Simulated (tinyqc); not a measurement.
Phonon-assisted absorption at an indirect gap: sweeps and comparisons. A value that a table varies takes the place of the one given here.

alpha(E) = sum_j A_j [N_j (E - Eg + w_j)^2 + (N_j + 1)(E - Eg - w_j)^2], each bracket counted only where its base is positive; N_j = 1/(exp(w_j/kB T) - 1). The first term absorbs a phonon and the second emits one; excitons and direct transitions are left out.

Photodiode (Gaertner form with a dead layer): QE = (1 - R) exp(-alpha xj) [1 - exp(-alpha W)/(1 + alpha L)], R = ((nr - 1)/(nr + 1))^2; responsivity = QE/E in A/W for E in eV.

Constants: kB = 8.617333262e-05 eV/K.

Values chosen for the exercise (loosely those of Si at room temperature; Eg is not tied to T; not measured data):
```
symbol  value        unit         meaning
Eg      1.122        eV           indirect gap, held fixed unless listed
w       (59.2, 19)   meV          two zone-edge phonons
A       (3900, 770)  1/(cm eV^2)  their strengths
T       300          K
nr      3.58                      refractive index
xj      0.13         micrometre   dead layer at the surface
W       1.1          micrometre   depleted width
L       30           micrometre   minority diffusion length below it
E       1.514        eV           photon energy
```

## The square root of alpha at three temperatures

The gap is held fixed, so only the phonon occupations change.

sqrt(alpha) (1/cm^(1/2)):
```
E - Eg (eV),4 K,150 K,600 K
-0.04,0.000,0.122,0.819
-0.02,0.000,0.249,1.673
0.00,0.000,0.474,2.647
0.02,0.028,0.777,3.749
0.04,0.583,1.280,5.005
0.07,1.568,2.357,7.163
0.10,3.398,4.171,9.831
0.15,6.736,7.615,14.810
0.20,10.126,11.163,20.022
0.30,16.939,18.332,30.671
0.45,27.178,29.131,46.821
0.60,37.424,39.945,63.037
```

Below the gap only phonon absorption acts: at E - Eg = -0.02 eV sqrt(alpha) is 0.000, 0.249 and 1.673 at 4, 150 and 600 K. A straight line through the last two rows meets the axis at E - Eg = +0.0521, +0.0460 and +0.0169 eV: the intercept is roughly a weighted mean of the thresholds, not the gap, and it moves from the emission side towards Eg as the occupations grow. At the last row alpha grows by a factor 2.84 from the lowest to the highest temperature at fixed gap.

## Spectral response

Response:
```
E (eV),wavelength (nm),alpha (1/cm),1/alpha (micrometre),dead layer,collected,QE,A/W
1.14,1088,3.59,2.79e+03,1.000,0.011,0.008,0.007
1.18,1051,12.5,800,1.000,0.037,0.026,0.022
1.24,1000,56.6,177,0.999,0.150,0.103,0.083
1.32,939,193,51.7,0.997,0.381,0.259,0.196
1.42,873,490,20.4,0.994,0.616,0.418,0.294
1.57,790,1.20e+03,8.36,0.985,0.809,0.544,0.346
1.77,700,2.63e+03,3.81,0.966,0.916,0.604,0.341
2.02,614,5.20e+03,1.92,0.935,0.966,0.616,0.305
2.32,534,9.43e+03,1.06,0.885,0.988,0.597,0.257
2.72,456,1.70e+04,0.587,0.801,0.997,0.546,0.201
```

QE is highest, 0.616, at 2.02 eV of those listed and the responsivity at 1.57 eV; reflection alone caps QE at 0.683. Near the gap weak absorption limits it (collected share 0.011); at the top the dead layer passes 0.801. Far above the gap the quadratic law and a constant index are only rough.

## What moves the response

At the energy E. Each row changes one parameter from the base and keeps the others.

Results:
```
case,alpha (1/cm),QE
base,895.8,0.5089
Eg = 1.102 eV,998.0,0.5227
T = 350 K,1010,0.5241
W = 2.2 micrometre,895.8,0.5245
L = 15 micrometre,895.8,0.4139
xj = 0.26 micrometre,895.8,0.5030
nr = 3.76,895.8,0.4949
```

The largest shifts from the base row, up to three for each result and ties (the steps differ in size, so this ranks the rows, not the parameters). alpha (1/cm): T +114, Eg +102; unchanged at the printed digits by W, L, xj and nr. QE: L -0.0951, W +0.0156, T +0.0152.

Computed by tinyqc, a small Python program: `OMP_NUM_THREADS=1 python tinyqc.py 1650367 1650368 out.jsonl` (the numbers bound the seed that draws the inputs); one thread of a shared host (Intel(R) Xeon(R) Processor @ 2.30GHz), about 0.01 s for the whole set of steps.
